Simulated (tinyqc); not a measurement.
Full law against its linear and parabolic limits: Deal-Grove kinetics of thermal oxidation of silicon. Computed by tinyqc, a small Python program. Command: `OMP_NUM_THREADS=1 python tinyqc.py 3000668 3000669 out.jsonl oxide walk`. One thread of a shared host (Intel(R) Xeon(R) Processor @ 2.30GHz), about 0.02 s of CPU time with the checks.

Oxidant diffuses through the oxide and reacts at the interface, so that dx/dt = B/(A + 2x) for the oxide thickness x.

Inputs (values chosen for the exercise, close to those used for silicon):
```
quantity                       value    unit
prefactor B0                     683  um^2/h
activation energy E_B           1.23      eV
prefactor (B/A)0            3.78e+06    um/h
activation energy E_A           1.98      eV
temperature T                    800       C
oxidant pressure p               0.5     atm
pressure exponent m of B/A      0.79       -
initial oxide x_i                0.1      um
time t                           2.9       h
```

Ambient: dry oxygen. Surface: (100).

Constants: k_B = 8.617333262e-05 eV/K.

Method:
- B = B0 p exp(-E_B/(k_B T)), B/A = (B/A)0 p^m exp(-E_A/(k_B T)), p in atm; A = B/(B/A).
- Temperatures in kelvin are T(C) + 273.15.
- tau = (x_i^2 + A x_i)/B and x = (A/2) [sqrt(1 + 4 B (t + tau)/A^2) - 1], the root of x^2 + A x = B (t + tau).
- Silicon consumed is 0.44 times the oxide grown; the rate is B/(A + 2x).
- Linear limit x = (B/A)(t + tau); parabolic limit x = sqrt(B (t + tau)).

tau = 108.467 h

length A = 0.519874 um

parabolic constant B = 5.71487e-04 um^2/h

linear constant B/A = 0.00109928 um/h

Thickness (um):
```
t (h)     full  linear limit  parabolic limit     2x/A
0.05   0.10004       0.11929          0.24903  0.38486
0.1    0.10008       0.11935          0.24909  0.38501
0.25   0.10020       0.11951          0.24926  0.38547
0.5    0.10040       0.11979          0.24955  0.38623
1      0.10079       0.12033          0.25012  0.38776
2      0.10158       0.12143          0.25126  0.39080
4      0.10316       0.12363          0.25352  0.39687
8      0.10630       0.12803          0.25799  0.40893
16     0.11249       0.13682          0.26670  0.43274
32     0.12457       0.15441          0.28333  0.47921
```

What does the comparison show, and why?

Both limits lie above the full result, since each drops one resistance. The linear law overshoots by 19 % in the first row and 24 % in the last, the parabolic law by 150 % and 130 %. The linear law is the better one in every row, as 2x/A stays below 1.24.
